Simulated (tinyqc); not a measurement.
Three descriptions against temperature: one anharmonic mode: perturbation theory, self-consistent phonons and exact levels. Computed by tinyqc, a small Python program. Command: `OMP_NUM_THREADS=1 python tinyqc.py 3009832 3009833 out.jsonl scp walk`. One thread of a shared host (Intel(R) Xeon(R) Processor @ 2.30GHz), about 0.03 s of CPU time with the checks.

V(x) = k x^2/2 + b x^4 for one coordinate x of mass M. A constant K > 0 gives hbar Omega = sqrt((hbar^2/u) K/M) with K in eV/angstrom^2 and M in u.

Inputs (values chosen for the exercise, for a model mode): mode mass M = 104 u; harmonic constant k = 4.27 eV/angstrom^2; quartic constant b = 186 eV/angstrom^4.

Shape: single well.

Constants: hbar^2/u = 4.18015928e-03 eV angstrom^2; k_B = 8.617333262e-05 eV/K.

Method:
- Self-consistent phonon, centred at x = 0: K = k + 12 b <x^2>, <x^2> = (hbar Omega/(2K)) coth(hbar Omega/(2 k_B T)).
- Its free energy is F = k_B T ln[2 sinh(hbar Omega/(2 k_B T))] + (k - K)<x^2>/2 + 3 b <x^2>^2, an upper bound to the exact one.
- Basis: oscillator states n of the constant |k|, with x = s (a + a+), s^2 = hbar Omega/(2|k|); H = hbar Omega (n + 1/2) + (k - |k|) x^2/2 + b x^4, with exact matrix elements of x^2 and x^4.
- Exact values use 120 basis states: F = -k_B T ln sum exp(-E_n/(k_B T)), and <x^2> is the Boltzmann mean.
- The classical <x^2> is int x^2 exp(-V/(k_B T)) dx / int exp(-V/(k_B T)) dx (2001 points over six exact widths each way).

Results; columns: (1) T (K); (2) hbar Omega, self-consistent (meV); (3) <x^2>, self-consistent; (4) <x^2>, exact; (5) F, self-consistent (meV); (6) F, exact (meV); (7) <x^2>, classical:
```
(1)     (2)        (3)        (4)       (5)      (6)         (7)
7.6  16.718  0.0012021  0.0012140    7.5524   7.5310  1.4309e-04
18   16.718  0.0012022  0.0012140    7.5523   7.5310  3.1502e-04
38   16.750  0.0012143  0.0012275    7.5325   7.5099  5.9886e-04
68   17.024  0.0013173  0.0013408    7.2137   7.1785  9.5666e-04
120  17.804  0.0016202  0.0016770    5.4007   5.3121   0.0014696
210  19.135  0.0021683  0.0022929  -0.77814  -1.0149   0.0021866
360  20.908  0.0029596  0.0031920   -16.544  -17.103   0.0031373
610  23.086  0.0040278  0.0044163   -51.883  -53.080   0.0043879
```

What does the comparison show, and why?

The self-consistent quantum hardens from 16.72 to 23.09 meV, since a wider spread samples the steep quartic walls. Its <x^2> misses by -1.0 % at the lowest T and -8.8 % at the highest; the excess in F runs from 0.021 to 1.196 meV. The classical value is 0.12 of the exact one at the lowest T and 0.994 at the highest.

Extremes, crossings and ranges named in words are read from the listed rows.
